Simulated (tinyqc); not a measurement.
# Microkinetic model of low-temperature epitaxy from hydride gases: adsorption, hydrogen desorption and rate control, step by step

A worked calculation. Computed by tinyqc, a small Python program that keeps every step. Command: `OMP_NUM_THREADS=1 python tinyqc.py 3026035 3026036 out.jsonl hepi walk`. One thread of a shared host (Intel(R) Xeon(R) Processor @ 2.30GHz), about 0.01 s of CPU time with the checks. Intermediate numbers are printed to about 6 digits and carried at full precision; extremes and crossings named in words are read from the listed rows.

Each hydride molecule needs two free sites and leaves four hydrogen atoms, of which two leave at once as H2; theta is the hydrogen coverage, the site density is 6.78 per nm^2 and one layer is 1.358 angstrom thick.

Inputs (values chosen for the exercise, close to those used for silane and germane on Si(001)): silane pressure p_S = 4 Pa; sticking prefactor of silane s0 = 0.055; adsorption barrier E_s = 0.34 eV; desorption prefactor nu_d = 9.1e+12 1/s; desorption energy on silicon E_d = 2.03 eV; hydrogen carrier pressure p_H = 70 Pa; sticking of hydrogen s_H = 5.9e-07; temperature T = 520 C; germane pressure p_G = 0.18 Pa; sticking ratio of germane to silane r_G = 3.6; lowering of E_d per unit germanium fraction, dE = 0.4 eV.

Film: silicon-germanium. Order of hydrogen desorption: first.

Constants: k_B = 8.617333262e-05 eV/K; u = 1.6605390666e-27 kg; k_B = 1.380649e-23 J/K.

## Rate constants

Flux per site F = p/(sqrt(2 pi M k_B T) x 6.78e18 per m^2), M = 32.12 u (silane), 76.63 u (germane), 2.016 u (hydrogen); s = s0 exp(-E_s/(k_B T)); k_S = s F_S, k_G = r_G s F_G; germanium fraction x = k_G/(k_S + k_G); k = k_S + k_G; k_H = s_H F_H; k_d = nu_d exp(-(E_d - dE x)/(k_B T)). Temperatures in kelvin are T(C) + 273.15.

k = 4.09057 1/s

germanium fraction x = 0.0949265

k_H = 0.401367 1/s

k_d = 2.00183 1/s

## Coverage and growth rate

With k the hydride and k_H the hydrogen adsorption rate on free pairs and k_d the desorption rate, steady state: 2 (k + k_H)(1 - theta)^2 = k_d theta; growth rate R = k (1 - theta)^2 layers/s; 1 layer/s = 8.148 nm/min. With c = 2 (k + k_H)/k_d the free share is 1 - theta = 2/(1 + sqrt(1 + 4c)).

c = 4.48782

hydrogen coverage theta = 0.626399

growth rate R in layers = 0.570951 layers/s

growth rate G = 4.65211 nm/min

Adsorption and desorption share control.

## Degrees of rate control

X_i = d ln R/d ln k_i at fixed other constants. With f = 1 - theta and a = 2/f + 1/theta: d ln f/d ln k_d = 1/(a f), so X_d = 2/(a f), X_k = 1 - X_d k/(k + k_H), X_H = -X_d k_H/(k + k_H); they sum to 1.

X_d (desorption) = 0.770290

X_k (hydride adsorption) = 0.298538

X_H (hydrogen adsorption) = -0.0688275

## Two regimes over temperature

Limits: desorption-limited R = k_d k/(2 (k + k_H)), adsorption-limited R = k.

Growth:
```
T (C)        theta   G (nm/min)  desorption limit (nm/min)  adsorption limit (nm/min)
400    9.51726e-01  3.47339e-02                3.64957e-02                     14.905
450    8.69992e-01  3.64511e-01                4.18981e-01                     21.566
500    7.12200e-01  2.45853e+00                3.45201e+00                     29.682
550    4.82205e-01  1.05154e+01                2.18068e+01                     39.220
600    2.52469e-01  2.80006e+01                1.10907e+02                     50.108
650    1.05647e-01  4.97882e+01                4.71271e+02                     62.246
700    4.03827e-02  6.95377e+01                1.72197e+03                     75.513
750    1.57150e-02  8.69830e+01                5.53503e+03                     89.783
800    6.49660e-03  1.03562e+02                1.59410e+04                    104.921
850    2.87646e-03  1.20103e+02                4.17537e+04                    120.797
```

The apparent activation energy of G is 1.97 eV between the first rows and 0.31 eV between the last; full hydrogen cover gives a value near the desorption energy (plus E_s where k_H far exceeds k), a bare surface one near E_s less k_B T/2 from the flux. The coverage passes one half between 500 and 550 C, the knee of the Arrhenius plot.

Checks made by the program: steady coverage against time integration of d theta/dt (relative difference below 1e-10); degree of control against a finite difference (relative difference below 1e-10).
